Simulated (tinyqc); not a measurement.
One electron in a tunnel-coupled double dot: charge qubit, sensing and quantum capacitance: two steps of the calculation.

Basis (left, right), H = [[ep/2, tc], [tc, -ep/2]], splitting Om = sqrt(ep^2 + 4 tc^2), ep = al times the gate voltage. In equilibrium the electron is on the right with the chance P_R = [1 + (ep/Om) tanh(Om/2 kB T)]/2.

Values chosen for this exercise: tunnel coupling tc = 8.9 ueV; electron temperature T = 0.073 K; lever arm of the gate on the detuning al = 0.6 eV/V; parasitic capacitance of the resonator Cp = 0.83 pF; resonator frequency f0 = 172 MHz; loaded quality factor Q = 28; detuning ep = -25.9 ueV.

Constants: q = 1.602176634e-19 C, kB = 1.380649e-23 J/K, h = 6.62607015e-34 J s, Vt = kB T/q. Results are converted to the units shown.

Problem 1. Splitting and occupation. Also the frequency Om/h, the mixing angle arctan2(2 tc, ep) and the weight of the right dot in the ground state, (1 + ep/Om)/2.

Wanted: Om; Om/h; mixing angle; ground-state weight; kB T; P_R.

Solution 1.

Om = 31.43 ueV
Om/h = 7.599 GHz
mixing angle = 145.5 degree
ground-state weight = 0.08793
kB T = 6.291 ueV
P_R = 0.09347

Problem 2. Capacitance seen by a resonator. q^2 al^2 dP_R/d(ep) splits into Cq = q^2 al^2 (2 tc^2/Om^3) tanh(Om/2 kB T) and Ct = q^2 al^2 (ep/Om)^2/(4 kB T cosh^2(Om/2 kB T)); Ct appears only if relaxation is faster than the drive. A resonator of frequency f0, capacitance Cp and quality factor Q shifts by df = -f0 Cq/(2 Cp) and its phase by -2 Q Cq/Cp.

Wanted: Cq; Ct; df; phase shift.

Solution 2.

Cq = 290.4 aF
Ct = 41.57 aF
df = -30.09 kHz
phase shift = -1123 millidegree

Program tinyqc, `OMP_NUM_THREADS=1 python tinyqc.py 2470026 2470027 out.jsonl`; Intel Xeon 2.30GHz, shared host, one thread, about 0.01 s.
